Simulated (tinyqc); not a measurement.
Binary melting diagram from solution models of liquid and solid: one step, computed by the program tinyqc. Command: `OMP_NUM_THREADS=1 python tinyqc.py 3025086 3025087 out.jsonl melt walk`. One thread of a shared host (Intel(R) Xeon(R) Processor @ 2.30GHz), about 0.01 s of CPU time with the checks.

x is the fraction of B. In a phase with interaction L: mu_A = G_A + R T ln(1 - x) + L x^2, mu_B = G_B + R T ln x + L (1 - x)^2. Melting: G(liquid) - G(solid) = H (1 - T/T_m) for each pure component.

Question. Dilute B in A: partition coefficient and slope. At T_A, k0 = exp[(dG_B(T_A) + L_L - L_S)/(R T_A)]; van 't Hoff: m_L = -R T_A^2 (1 - k0)/H_A per unit fraction. Burton-Prim-Slichter: k_eff = k0/[k0 + (1 - k0) exp(-V delta/D)]. Freezing range of c0: |m_L| c0 |1 - k0|/k0.

Inputs (values chosen for the exercise, modelled on Si-Ge):
```
quantity                 value    unit
melting point T_A         1687       K
melting point T_B         1211       K
heat of melting H_A       50.2  kJ/mol
heat of melting H_B       36.8  kJ/mol
liquid interaction L_L     6.1  kJ/mol
solid interaction L_S      3.7  kJ/mol
dilute content c0 of B   0.029       -
growth number V delta/D  0.074       -
```

Diagram: complete solid solution (lens).

Constants: R = 8.314462618 J/(mol K).

Give: partition coefficient k0; liquidus slope m_L; effective coefficient k_eff; freezing range.

Answer.

partition coefficient k0 = 0.42310

liquidus slope m_L = -271.93 K

effective coefficient k_eff = 0.44126

freezing range = 10.752 K

k0 < 1: the solid rejects B and B lowers the melting point. Faster growth moves k_eff towards 1.
